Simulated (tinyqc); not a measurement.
Geometry optimisation on the RHF/sto-3g surface (energies and gradients from PySCF), for BeH2, spin multiplicity 1, step by step. Computed by tinyqc, a small Python program that keeps every step (integrals from PySCF). Settings: charge = 0, multiplicity = 1, basis = sto-3g, optimiser = bfgs, first Hessian = 1.0, largest step = 0.5, iteration cap = 30. Command: `OMP_NUM_THREADS=1 python tinyqc.py 22173 22174 out.jsonl` (the two numbers bound the seeds that draw the settings). One thread of a shared host (Intel(R) Xeon(R) Processor @ 2.60GHz), about 0.8 s of CPU time with the checks.

## Step 1: energy and gradient

positions at the start (bohr):
```
            x         y        z
1Be  -0.08504   0.07370  0.12283
2H   -0.06236   2.35271  0.21354
3H    0.00189  -2.40562  0.20031
```

Self-consistent energy and analytic gradient at these positions.

energy = -15.5576025 hartree

gradient (hartree/bohr):
```
              x           y           z
1Be  -0.0023291   0.0541875  -0.0023709
2H    0.0008195  -0.0441306   0.0002304
3H    0.0015096  -0.0100570   0.0021406
```

## Step 1: move

Quasi-Newton step p = -H^(-1) g (first H = 1 times the unit matrix); steps longer than 0.5 bohr are cut back.

positions after step 1 (bohr):
```
            x         y        z
1Be  -0.08271   0.01951  0.12520
2H   -0.06318   2.39684  0.21331
3H    0.00038  -2.39556  0.19817
```

## Step 2: energy and gradient

As before.

energy = -15.5606570 hartree

gradient (hartree/bohr):
```
              x           y           z
1Be  -0.0019651   0.0099888  -0.0028613
2H    0.0010178  -0.0151317   0.0012420
3H    0.0009473   0.0051429   0.0016192
```

## Step 2: move

inverse Hessian in use (bohr^2/hartree), lower triangle:
```
          1         2         3         4         5         6        7         8
1   1.00209
2  -0.02699   1.12223
3   0.00266  -0.03966   1.00324
4  -0.00094   0.01411  -0.00114   1.00040
5   0.02624  -0.19856   0.03663  -0.01299   1.24235
6  -0.00084   0.01750  -0.00091   0.00032  -0.01467   1.00015
7  -0.00116   0.01287  -0.00152   0.00054  -0.01324   0.00053  1.00062
8   0.00075   0.07634   0.00303  -0.00112  -0.04379  -0.00283  0.00037   0.96745
9  -0.00181   0.02216  -0.00232   0.00082  -0.02196   0.00076  0.00099  -0.00020

         9
9  1.00156
```

Quasi-Newton step p = -H^(-1) g (the inverse Hessian comes from BFGS updates; coordinates in the order x, y, z of each atom); steps longer than 0.5 bohr are cut back.

positions after step 2 (bohr):
```
            x         y        z
1Be  -0.08006   0.00465  0.12902
2H   -0.06454   2.41808  0.21168
3H   -0.00091  -2.40195  0.19598
```

## Step 3: energy and gradient

As before.

energy = -15.5610046 hartree

gradient (hartree/bohr):
```
              x           y           z
1Be  -0.0017952  -0.0015454  -0.0028709
2H    0.0009988  -0.0058411   0.0014359
3H    0.0007964   0.0073866   0.0014350
```

## Step 3: move

inverse Hessian in use (bohr^2/hartree), lower triangle:
```
          1         2         3         4         5        6        7        8
1   1.02754
2  -0.09136   1.04279
3   0.04127  -0.14318   1.06169
4  -0.01449   0.04998  -0.02168   1.00762
5   0.17168  -0.38490   0.26172  -0.09167   1.93761
6  -0.01874   0.06962  -0.02791   0.00981  -0.12212  1.01255
7  -0.01304   0.04138  -0.01959   0.00688  -0.08001  0.00893  1.00616
8  -0.08032   0.34211  -0.11854   0.04169  -0.55270  0.05250  0.03863  1.21059
9  -0.02252   0.07356  -0.03378   0.01186  -0.13961  0.01536  0.01066  0.06605

         9
9  1.01842
```

As before.

positions after step 3 (bohr):
```
            x         y        z
1Be  -0.07656   0.00063  0.13445
2H   -0.06644   2.43448  0.20908
3H   -0.00251  -2.41432  0.19315
```

## Convergence

Stop when the largest gradient component is below 3e-5 hartree/bohr. The inverse Hessian follows the BFGS update with s = step, y = change of gradient.

Course of the optimisation:
```
step  E (hartree)  largest gradient (hartree/bohr)
1     -15.5576025                         5.42e-02
2     -15.5606570                         1.51e-02
3     -15.5610046                         7.39e-03
4     -15.5611586                         5.41e-03
5     -15.5612515                         3.20e-03
6     -15.5612797                         2.04e-03
7     -15.5613007                         2.01e-03
8     -15.5613238                         2.55e-03
9     -15.5613443                         2.34e-03
10    -15.5613519                         9.10e-04
11    -15.5613528                         1.30e-04
12    -15.5613528                         7.94e-06
```

Final distances (angstrom):
```
pair    distance
2H-1Be   1.29052
3H-1Be   1.29053
3H-2H    2.58105
```

Converged in 12 steps.
